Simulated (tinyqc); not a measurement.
From results back to parameters: free-carrier optics of a doped semiconductor (Drude model). Three cases, with inputs chosen for the exercise.

Problem. eps(E) is given at one energy; N and mu are hidden.

eps(E) = ei [1 - Ep^2/(E^2 + i E Gam)], with Ep^2 = 8 pi c (e^2/(4 pi eps0)) N/(m ei), c = hbar^2/2m0, N in 1/angstrom^3 (1e-24 per 1/cm^3); Gam = hbar/tau, tau = mu m m0/e with m0/e = 5.685630e-12 kg/C and mu in m^2/(V s). Energies in meV.

Constants: hbar^2/2m0 = 3.80998211 eV angstrom^2; e^2/(4 pi eps0) = 14.39964547 eV angstrom; hbar = 6.58211957e-16 eV s.

Find: Gam; Ep; N; mu.

Method. ei - eps1 = ei Ep^2/(E^2 + Gam^2) and eps2 = (ei - eps1) Gam/E; the ratio gives Gam, then Ep, N and mu follow.

Case 1.

Values chosen (out of a larger set: mass and dielectric values near those of Ge; N and mu are free inputs; interband absorption and the rise of the mass with filling are left out; not measured data): m = 0.126 m0 (conductivity mass); ei = 15.97 (high-frequency dielectric constant); E = 58.2 meV (photon energy).

eps = 11.13046+0.17768i

Solution.

Gam = 2.14 meV
Ep = 32.06 meV
N = 1.50e+18 1/cm^3
mu = 4.30e+03 cm^2/(V s)

Case 2.

Values chosen (out of a larger set: mass and dielectric values near those of Si; N and mu are free inputs; interband absorption and the rise of the mass with filling are left out; not measured data): m = 0.266 m0 (conductivity mass); ei = 11.76 (high-frequency dielectric constant); E = 205.3 meV (photon energy).

eps = -5.28433+1.72059i

Solution.

Gam = 20.72 meV
Ep = 248.41 meV
N = 1.40e+20 1/cm^3
mu = 210 cm^2/(V s)

Case 3.

Values chosen (out of a larger set: mass and dielectric values near those of Ge; N and mu are free inputs; interband absorption and the rise of the mass with filling are left out; not measured data): m = 0.126 m0 (conductivity mass); ei = 15.63 (high-frequency dielectric constant); E = 28.8 meV (photon energy).

eps = 11.64151+0.63621i

Solution.

Gam = 4.59 meV
Ep = 14.73 meV
N = 3.10e+17 1/cm^3
mu = 2.00e+03 cm^2/(V s)

Computed by tinyqc, one run a case: `OMP_NUM_THREADS=1 python tinyqc.py N N+1 out.jsonl` with N = 1652642, 1652757, 1680051; one thread of a shared Intel(R) Xeon(R) Processor @ 2.30GHz, about 0.01 s a run at most.
